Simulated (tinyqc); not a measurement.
Voltage acceleration of oxide breakdown, four models on the same data: two steps of the calculation.

Field E = V/tox in MV/cm. Models: ln(t63/1 s) = a - c X with X = E (E model), -1/E (1/E model), ln V (power law, c the exponent n) or sqrt(E).

Inputs (values chosen for the exercise): oxide thickness tox = 7 nm; use voltage Vu = 3.6 V; stress temperature Ts = 373 K; use temperature Tu = 328 K; activation energy Ea = 0.97 eV; factor for area and percentile ks = 2e-6.

Constants: q = 1.602176634e-19 C, kB = 1.380649e-23 J/K. Results are converted to the units shown.

Task 1. Fitting the models. The three stress times were made with the 1/E model, c = 371, and are treated as data. For each model fit ln t63 on X by least squares over the three points.

V, stress 0 to 2 (V): [6.08, 6.91, 8.6]
t63, stress 0 to 2 (s): [23680, 140, 0.08682]

Find: c; a; largest misfit in ln t63 (0: below 0.002).

Result 1.

c, model E to sqrt E: [3.4154, 371.00, 35.843, 22.166]
a, model E to sqrt E: [39.304, -32.642, 74.559, 75.078]
largest misfit in ln t63 (0: below 0.002), model E to sqrt E: [0.64709, 0.00000, 0.33358, 0.49328]

The worst misfit of any model is 0.65 in ln t63, a factor of 1.91 in time, comparable to the scatter of t63 from small samples, so such data hardly tell the models apart.

Task 2. Projection to use conditions. Project to Vu, multiply by exp[(Ea q/kB)(1/Tu - 1/Ts)] and by ks; ten years are 3.15576e8 s. The largest voltage for ten years solves the same relation for V.

c, model E to sqrt E: [3.4154093, 371.00457, 35.843285, 22.165899]
a, model E to sqrt E: [39.303697, -32.641985, 74.559205, 75.077580]

Give: temperature factor; lifetime; largest voltage for ten years.

Result 2.

temperature factor = 62.820
lifetime, model E to sqrt E (years): [0.010991, 5.6715e5, 10.989, 0.23708]
largest voltage for ten years, model E to sqrt E (V): [2.2036, 4.2439, 3.6095, 3.0840]

The lifetimes span 7.71 decades, from the E model (most cautious) to the 1/E model; the allowed voltage spans 2.20 to 4.24 V. 2 of the four models pass ten years at Vu. Lifetimes beyond a thousand years are formal extrapolations.

Range of the model: All four laws are empirical fits; none is established far below the stress range.

Computed by the program tinyqc: `OMP_NUM_THREADS=1 python tinyqc.py 2070018 2070019 out.jsonl`, one thread of a shared Intel Xeon 2.30GHz, about 0.01 s for the whole run.
